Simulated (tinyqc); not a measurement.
Worked calculation: lattice vibrations of a chain. Computed by tinyqc, a small Python program that keeps every step. Command: `OMP_NUM_THREADS=1 python tinyqc.py 28424 28425 out.jsonl` (the two numbers bound the seeds that draw the settings). One thread of a shared host (Intel(R) Xeon(R) Processor @ 2.60GHz), about 0.01 s of CPU time with the checks.

## Dynamical matrix at q = 0.37

A chain moving along its axis:
```
atom,mass (u),spring to the next atom (eV/angstrom^2)
1,80.50000,21.50000
2,76.50000,14.50000
3,53.60000,11.70000
4,37.40000,26.40000
```

q is in units of 2 pi/a. A spring k from atom i to atom j, n cells on, adds k to Phi_ii and Phi_jj, -k exp(2 pi i q n) to Phi_ij and the conjugate to Phi_ji (for one atom a cell: 2k (1 - cos 2 pi q n)); D_ij = Phi_ij / sqrt(m_i m_j).

D(q) (eV/(angstrom^2 u)):
```
,1,2,3,4
1,0.59503,-0.27397,0.00000,0.32936+0.35073i
2,-0.27397,0.47059,-0.22644,0.00000
3,0.00000,-0.22644,0.48881,-0.26132
4,0.32936-0.35073i,0.00000,-0.26132,1.01872
```

## Frequencies

omega^2 are the eigenvalues; wavenumber = 521.4708 sqrt(eigenvalue) 1/cm.

eigenvalues: 0.08300  0.27904  0.80955  1.40155

wavenumbers (1/cm): 150.2  275.5  469.2  617.4

weights |e|^2 of the mass-weighted modes:
```
,mode 1,mode 2,mode 3,mode 4
atom 1,0.38725,0.18234,0.15410,0.27631
atom 2,0.34888,0.18082,0.45267,0.01764
atom 3,0.13704,0.47193,0.34173,0.04930
atom 4,0.12683,0.16491,0.05151,0.65676
```

## Dispersion and heat capacity

C/k_B per atom = mean over q = (j + 1/2)/80, j = 0..39 and all branches of y^2 e^y/(e^y - 1)^2, y = hc wavenumber / k_B T.

Wavenumbers (1/cm):
```
q,branch 1,branch 2,branch 3,branch 4
0.00000,0.00000,372.04153,415.60053,623.36223
0.06250,26.58436,365.44260,420.94443,623.11309
0.12500,53.01855,350.75116,431.86609,622.39336
0.18750,79.12783,332.84879,443.47815,621.28638
0.25000,104.67066,313.46049,454.08301,619.93092
0.31250,129.23707,293.47498,462.95460,618.51630
0.37500,151.94812,273.95887,469.63863,617.26577
0.43750,170.44635,257.35315,473.79931,616.40147
0.50000,178.52361,249.90316,475.21295,616.09216
```

Heat capacity:
```
T (K),C/k_B per atom
20,0.05409
50,0.13790
100,0.28327
200,0.57373
300,0.74899
600,0.92258
1200,0.97947
```

zero-point energy per atom = 22.98672 meV
